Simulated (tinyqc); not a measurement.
From resistivity back to cluster scale N* at 1273 K: solid solubility of a dopant against its melt (retrograde solidus), clustering and the electrically active fraction. Computed by tinyqc, a small Python program. Command: `OMP_NUM_THREADS=1 python tinyqc.py 3006413 3006414 out.jsonl retro inv`. One thread of a shared host (Intel(R) Xeon(R) Processor @ 2.30GHz), about 0.02 s of CPU time with the checks.

Inputs (values chosen for the exercise): total dopant density N_t = 1.1e+21 1/cm^3; atoms per cluster m = 4; activation energy E_b of the cluster scale = 0.32 eV; anneal temperature T_a = 1275 K; prefactor of n_i = 3.87e+16 1/(cm^3 K^1.5); energy E_i in n_i = 0.605 eV; mobility mu = 40 cm^2/(V s).

Clustering: clusters that take up free electrons.

Constants: k_B = 8.617333262e-05 eV/K; e = 1.602176634e-19 C.

Method. A highly soluble donor (another dopant than that of the solidus) is limited by clustering. Donors N_a are active, and clusters hold m atoms each: N_t = N_a + m C, m C = N* (N_a/N*)^m (n/N*)^m, each atom taking one electron, n = N_a/2 + sqrt(N_a^2/4 + n_i^2), n_i = prefactor x T^1.5 exp(-E_i/(k_B T)), with N*(T) = N*(1273 K) exp[-(E_b/k_B)(1/T - 1/1273)]. Resistivity = 1/(e mu N_a).

Task: A run gave the result below. Find the cluster scale N* at 1273 K, known to lie between 1.9e+20 and 4.2e+20 1/cm^3.

resistivity = 0.422878 milliohm cm

Result:

Each step takes the trial c = (a f_b - b f_a)/(f_b - f_a), f being the result less the target and a, b, c the logarithms of the listed values; c replaces end b, the old b replaces a if the sign of f changed, and otherwise f_a is halved.

Scan of the range:
```
cluster scale N* at 1273 K (1/cm^3)  resistivity (milliohm cm)
1.90e+20                                              0.676686
2.17e+20                                              0.604772
2.48e+20                                              0.540542
2.82e+20                                              0.485528
3.22e+20                                              0.434967
3.68e+20                                              0.389790
4.20e+20                                              0.350129
```

False position (Illinois rule, in the logarithm of the input) inside the bracket:
```
step        end a        end b        trial  resistivity (milliohm cm)
1     3.22000e+20  3.68000e+20  3.33714e+20                   0.422342
2     3.22000e+20  3.33714e+20  3.32744e+20                   0.423355
3     3.33714e+20  3.32744e+20  3.33200e+20                   0.422878
4     3.32744e+20  3.33200e+20  3.33200e+20                   0.422878
```

Resistivity falls at every point of a 13-point scan of the range (every second point is shown), so one value fits; it is bracketed by 3.22e20 and 3.68e20. Answer: cluster scale N* at 1273 K = 3.332e20 1/cm^3.

Caution: this clustering law is a generic form; degeneracy and a doping-dependent mobility are left out.
